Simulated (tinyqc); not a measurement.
On-chip power grid, static voltage drop by conjugate gradients: one step of the calculation.

A grid of 4 rows and 3 columns, node k = 3 row + column. Neighbours in a row are joined by Rx, in a column by Ry; pad nodes, which reach the supply through Rp: 0, 2, 9, 11. Each node draws I0, node 3 draws kh I0. The drops u = Vdd - V solve G u = i, with G the conductance matrix (1/Rp added on the diagonal at pad nodes).

Question. Conjugate-gradient step. q = G p; with z = r/G_kk: a = (r.z)/(p.q); u(new) = u + a p; r(new) = r - a q; b = (r.z)(new)/(r.z); p(new) = z(new) + b p.

Values chosen for this exercise: resistance of a horizontal segment Rx = 0.34 ohm; resistance of a vertical segment Ry = 1.7 ohm; resistance from a pad node to the supply Rp = 0.05 ohm.

u after iteration 1 (mV):

|  | col 0 | col 1 | col 2 |
|---|---|---|---|
| row 0 | 0.1204825 | 0.4381180 | 0.1204825 |
| row 1 | 5.5077697 | 0.4016082 | 0.6884712 |
| row 2 | 0.6884712 | 0.4016082 | 0.6884712 |
| row 3 | 0.1204825 | 0.4381180 | 0.1204825 |

r after iteration 1 (mA):

|  | col 0 | col 1 | col 2 |
|---|---|---|---|
| row 0 | 3.993566 | 0.410079 | 1.158684 |
| row 1 | -2.621996 | 18.183313 | 1.122174 |
| row 2 | 3.957056 | 4.008906 | 1.122174 |
| row 3 | 1.158684 | 0.410079 | 1.158684 |

p after iteration 1 (mV):

|  | col 0 | col 1 | col 2 |
|---|---|---|---|
| row 0 | 0.2305851 | 0.2846797 | 0.1101026 |
| row 1 | 2.1453357 | 2.7788313 | 0.6202913 |
| row 2 | 1.3087625 | 0.7707902 | 0.6202913 |
| row 3 | 0.1101026 | 0.2846797 | 0.1101026 |

Wanted: q; a; u after iteration 2; r after iteration 2; b; p after iteration 2.

Answer.

q (mA):

|  | col 0 | col 1 | col 2 |
|---|---|---|---|
| row 0 | 3.33 | -0.79 | 1.39 |
| row 1 | -0.24 | 10.86 | -6.05 |
| row 2 | 1.80 | -2.03 | -0.14 |
| row 3 | 0.98 | 0.74 | 1.39 |

a = 2.021

u after iteration 2 (mV):

|  | col 0 | col 1 | col 2 |
|---|---|---|---|
| row 0 | 0.586 | 1.013 | 0.343 |
| row 1 | 9.843 | 6.017 | 1.942 |
| row 2 | 3.333 | 1.959 | 1.942 |
| row 3 | 0.343 | 1.013 | 0.343 |

r after iteration 2 (mA):

|  | col 0 | col 1 | col 2 |
|---|---|---|---|
| row 0 | -2.73 | 2.02 | -1.65 |
| row 1 | -2.13 | -3.76 | 13.35 |
| row 2 | 0.33 | 8.12 | 1.41 |
| row 3 | -0.83 | -1.09 | -1.65 |

b = 1.027

p after iteration 2 (mV):

|  | col 0 | col 1 | col 2 |
|---|---|---|---|
| row 0 | 0.121 | 0.604 | 0.043 |
| row 1 | 1.686 | 2.320 | 3.878 |
| row 2 | 1.424 | 1.942 | 0.979 |
| row 3 | 0.078 | 0.124 | 0.043 |

tinyqc, about 0.1 s, one thread, Intel Xeon 2.30GHz (shared host): `OMP_NUM_THREADS=1 python tinyqc.py 2770230 2770231 out.jsonl`
